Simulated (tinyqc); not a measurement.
From V/G_S back to pull rate V: crystal pulling from the melt: segregation, interface stability, heat balance and point-defect regime. Computed by tinyqc, a small Python program. Command: `OMP_NUM_THREADS=1 python tinyqc.py 3026140 3026141 out.jsonl pull inv`. One thread of a shared host (Intel(R) Xeon(R) Processor @ 2.30GHz), about 0.01 s of CPU time with the checks.

A dilute solute; steady pulling with a flat interface unless it is found unstable.

Inputs (values chosen for the exercise):
```
quantity                  value          unit
gradient in the melt G_L     10          K/cm
solid conductivity k_S       23       W/(m K)
melt conductivity k_L      59.1       W/(m K)
latent heat per volume L   4180        J/cm^3
critical ratio xi_c        0.15  mm^2/(min K)
```

Method. k_S G_S = k_L G_L + L V; the largest rate for this G_S, with G_L = 0, is k_S G_S/L. Voronkov: the crystal grows vacancy-rich if V/G_S > xi_c and interstitial-rich if below; at fixed G_L the neutral rate solves V = xi_c G_S(V).

Question. A run gave the result below. Find the pull rate V, known to lie between 0.26 and 0.73 mm/min.

V/G_S = 0.1129894 mm^2/(min K)

Answer.

Each step takes the trial c = (a f_b - b f_a)/(f_b - f_a), f being the result less the target and a, b, c the logarithms of the listed values; c replaces end b, the old b replaces a if the sign of f changed, and otherwise f_a is halved.

Scan of the range:
```
pull rate V (mm/min)  V/G_S (mm^2/(min K))
0.260                             0.077448
0.309                             0.088147
0.367                             0.099696
0.436                             0.112076
0.517                             0.125014
0.615                             0.138751
0.730                             0.152697
```

False position (Illinois rule, in the logarithm of the input) inside the bracket:
```
step     end a     end b     trial  V/G_S (mm^2/(min K))
1     0.436000  0.517000  0.441275              0.112968
2     0.517000  0.441275  0.441397              0.112989
3     0.517000  0.441397  0.441402              0.112990
4     0.441397  0.441402  0.441400              0.112989
```

V/G_S rises at every point of a 13-point scan of the range (every second point is shown), so one value fits; it is bracketed by 0.436 and 0.517. Answer: pull rate V = 0.4414 mm/min.
